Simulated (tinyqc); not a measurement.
# Front-illuminated p-i-n photodiode, quantum efficiency and bandwidth, step by step

Numbers from tinyqc (`OMP_NUM_THREADS=1 python tinyqc.py 2250028 2250029 out.jsonl`; about 0.01 s on one thread of a shared Intel Xeon 2.30GHz). Printed values are rounded.

Light enters through a p layer (0 to xp), a depleted layer (xp to xp + wi) and a thick n substrate, decaying as exp(-al x); one pass, no back reflection. Carriers made in the depleted layer are all collected; those in the neutral layers diffuse.

Inputs (values chosen for the exercise); values close to those of 4H silicon carbide at this wavelength: wavelength lam = 280 nm; absorption coefficient al = 14300 1/cm; reflectance of the front face Rf = 0.3; relative permittivity eps_r = 9.53; thickness of the front p layer xp = 0.06 um; thickness of the depleted layer wi = 1.1 um; electron diffusion coefficient in the p layer Dn = 5.5 cm^2/s; electron diffusion length in the p layer Ln = 1.7 um; recombination velocity of the front surface S = 9e5 cm/s; hole diffusion length in the thick n substrate Lp = 0.86 um; electron drift velocity ve = 1.99e7 cm/s; hole drift velocity vh = 1.38e7 cm/s; diameter dia = 42 um; load resistance RL = 50 ohm; parasitic capacitance Cp = 20 fF; modulation frequency f = 31 GHz.

Constants: q = 1.602176634e-19 C, h = 6.62607015e-34 J s, c = 299792458 m/s, eps0 = 8.8541878128e-14 F/cm where lengths are in cm. Results are converted to the units shown.

## Quantum efficiency

k = al Ln, s = S Ln/Dn, e = exp(-al xp); front layer f1 = (k/(k^2 - 1)) {[s + k - e (s cosh(xp/Ln) + sinh(xp/Ln))]/[s sinh(xp/Ln) + cosh(xp/Ln)] - k e}; depleted layer f2 = e (1 - exp(-al wi)); substrate f3 = e exp(-al wi) al Lp/(1 + al Lp); external efficiency (1 - Rf)(f1 + f2 + f3); responsivity = efficiency q lam/(h c).

s = 27.8182
f1 = 0.0615489
f2 = 0.727410
f3 = 0.104993
external efficiency = 0.625767
responsivity = 0.141320 A/W

The front layer absorbs 8.22 % of the light that enters and collects 74.9 % of that. Diffusion from the neutral layers makes up 18.6 % of the current.

## Response at one frequency

Drift response for pairs made in the depleted layer, a = al wi, g = 1 - exp(-a), u = 2 pi i f, te = wi/ve, th = wi/vh: electrons He = [g - a (exp(-a) - exp(-u te))/(u te - a)]/(u te g), holes Hh = [g - a (1 - exp(-a - u th))/(a + u th)]/(u th g); C = eps0 eps_r pi (dia/2)^2/wi + Cp; total |He + Hh|/sqrt(1 + (2 pi f RL C)^2), for the current of the depleted layer alone.

te = 5.52764 ps
th = 7.97101 ps
He = 0.556795-0.234981i
Hh = 0.319388-0.149751i
|He + Hh| = 0.956930
C = 126.277 fF
total response = 0.603719

The drift response alone falls to 1/sqrt(2) at 86.9 GHz and the RC term alone at 25.2 GHz; together they give 23.9 GHz.
